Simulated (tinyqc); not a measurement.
# n-type polysilicon, carrier trapping at grain boundaries: two studies

One-dimensional grains of size Lg, uniform ionised doping N, monovalent traps Qt at each boundary at a depth Et below (for electrons) or above (for holes) the band edge there, abrupt depletion of width W on each side of a boundary, Boltzmann statistics. xi is the distance from the band edge at the grain centre to the Fermi level. Trapped charge Qt/(1 + exp((xi + VB - Et)/Vt)) = 2 N W, barrier VB = q N W^2/(2 eps0 eps_r).

Values chosen for this exercise; values of the order met in polycrystalline silicon:
```
symbol   value        unit                                                              meaning
T          300           K                                                          temperature
eps_r     11.7                                                            relative permittivity
NB      2.8e19       cm^-3                               conduction-band density of states at T
Lg         290          nm                                                           grain size
Qt      7.4e11       cm^-2                                     trap density of a grain boundary
Et        0.41          eV  depth of the trap level from the majority band edge at the boundary
ms        0.39          m0                                         mass for thermionic emission
fe        0.25                                           correction factor of the emission rate
mug        120  cm^2/(V s)                                           mobility inside the grains
N       6.6e15       cm^-3                                                               doping
```

Constants: q = 1.602176634e-19 C, kB = 1.380649e-23 J/K, m0 = 9.1093837015e-31 kg, Vt = kB T/q, eps0 = 8.8541878128e-14 F/cm where lengths are in cm. Results are converted to the units shown.

Each table varies one quantity; the others keep the values above.

## Effect of the doping

If the trap equation with xi = Vt ln(NB/N) has a root W < Lg/2, the grain is partly depleted; otherwise W = Lg/2 and the trap equation gives xi = Et - VB + Vt ln(Qt/(N Lg) - 1). N* = Qt/Lg. n0 = NB exp(-xi/Vt); mean density n0 (1 - 2 W/Lg) by charge balance in a partly depleted grain, and n0 (sqrt(pi)/2) erf(u)/u with u = sqrt(VB/Vt) in a fully depleted one; v = sqrt(kB T/(2 pi ms m0)); barrier resistivity Vt exp(VB/Vt)/(q fe n0 v Lg); grain resistivity (1 - 2 W/Lg)/(q n0 mug); effective mobility 1/(q mean density total resistivity). Rows with xi above 0.45 V, towards mid-gap, are left out, since the other carrier type is ignored.

Result of one run:

| N (cm^-3) | N/N* | depleted share 2 W/Lg | VB (V) | xi (V) | mean density (cm^-3) | resistivity (ohm cm) | effective mobility (cm^2/(V s)) |
|---|---|---|---|---|---|---|---|
| 1.2e16 | 0.47027 | 1.0000 | 0.19510 | 0.21798 | 1.9677e15 | 1604.9 | 1.9764 |

What becomes of these results when the doping N is changed from 1.2e16 to 2.5e16 cm^-3, all else the same?

Result of the changed run:

| N (cm^-3) | N/N* | depleted share 2 W/Lg | VB (V) | xi (V) | mean density (cm^-3) | resistivity (ohm cm) | effective mobility (cm^2/(V s)) |
|---|---|---|---|---|---|---|---|
| 2.5e16 | 0.97973 | 0.71319 | 0.20674 | 0.18151 | 7.1703e15 | 614.91 | 1.4156 |

The whole series:

| N (cm^-3) | N/N* | depleted share 2 W/Lg | VB (V) | xi (V) | mean density (cm^-3) | resistivity (ohm cm) | effective mobility (cm^2/(V s)) |
|---|---|---|---|---|---|---|---|
| 2.7e15 | 0.10581 | 1.0000 | 0.043898 | 0.42128 | 1.4902e12 | 12041 | 347.86 |
| 5.6e15 | 0.21946 | 1.0000 | 0.091048 | 0.35175 | 1.6168e13 | 5067.5 | 76.182 |
| 1.2e16 | 0.47027 | 1.0000 | 0.19510 | 0.21798 | 1.9677e15 | 1604.9 | 1.9764 |
| 2.5e16 | 0.97973 | 0.71319 | 0.20674 | 0.18151 | 7.1703e15 | 614.91 | 1.4156 |
| 5.2e16 | 2.0378 | 0.45914 | 0.17822 | 0.16258 | 2.8125e16 | 98.543 | 2.2520 |
| 1.1e17 | 4.3108 | 0.23166 | 0.095981 | 0.14321 | 8.4517e16 | 2.2874 | 32.285 |
| 2.3e17 | 9.0135 | 0.11093 | 0.046019 | 0.12414 | 2.0449e17 | 0.33428 | 91.311 |
| 4.9e17 | 19.203 | 0.052075 | 0.021604 | 0.10459 | 4.6448e17 | 0.12494 | 107.55 |
| 1e18 | 39.189 | 0.025517 | 0.010586 | 0.086144 | 9.7448e17 | 0.058467 | 109.55 |

As N goes from 2.7e15 to 1e18, VB goes from 0.0439 through a maximum of 0.207 (at N = 2.5e16 among the rows listed) to 0.0106 V, the resistivity falls from 12000 to 0.0585 ohm cm and the effective mobility goes from 348 through a minimum of 1.42 (at N = 2.5e16 among the rows listed) to 110 cm^2/(V s). The steepest fall of the resistivity among the rows, as N^(-5.0), lies between N = 5.2e16 and 1.1e17 cm^-3; N* = 2.55e16 cm^-3. While the grain is fully depleted VB grows as N; once the traps are full it falls as 1/N. For N = 4.9e17, 1e18 VB is below Vt, where abrupt depletion and thermionic emission are rough. For N = 1.2e16 the grain is near the changeover between partial and full depletion, within a few Debye lengths, where both limits are rough. For N = 2.7e15 the effective mobility exceeds mug, since drift through the depleted part of the grain is left out.

## Effect of the trap density of a grain boundary

Same model as above.

N* = Qt/Lg.

The same in every row: depleted share 2 W/Lg = 1.0000; VB (V) = 0.10731; effective mobility (cm^2/(V s)) = 43.919.

Effect of the trap density of a grain boundary:

| Qt (cm^-2) | N/N* | xi (V) | mean density (cm^-3) | resistivity (ohm cm) |
|---|---|---|---|---|
| 2e11 | 0.95700 | 0.22249 | 2.2199e15 | 64.019 |
| 3.4e11 | 0.56294 | 0.29615 | 1.2847e14 | 1106.2 |
| 5.7e11 | 0.33579 | 0.32033 | 5.0425e13 | 2818.3 |
| 9.7e11 | 0.19732 | 0.33897 | 2.4520e13 | 5795.9 |
| 1.6e12 | 0.11962 | 0.35429 | 1.3553e13 | 10486 |
| 2.8e12 | 0.068357 | 0.37022 | 7.3185e12 | 19418 |
| 4.7e12 | 0.040723 | 0.38437 | 4.2343e12 | 33562 |
| 8e12 | 0.023925 | 0.39857 | 2.4449e12 | 58127 |

What does the table show?

As Qt goes from 2e11 to 8e12, VB stays at 0.107 V, the resistivity rises from 64.0 to 58100 ohm cm and the effective mobility stays at 43.9 cm^2/(V s). For Qt = 2e11 the grain is near the changeover between partial and full depletion, within a few Debye lengths, where both limits are rough.

Computed by the program tinyqc: `OMP_NUM_THREADS=1 python tinyqc.py 2830234 2830235 out.jsonl`, one thread of a shared Intel Xeon 2.30GHz, about 0.01 s for the whole run.
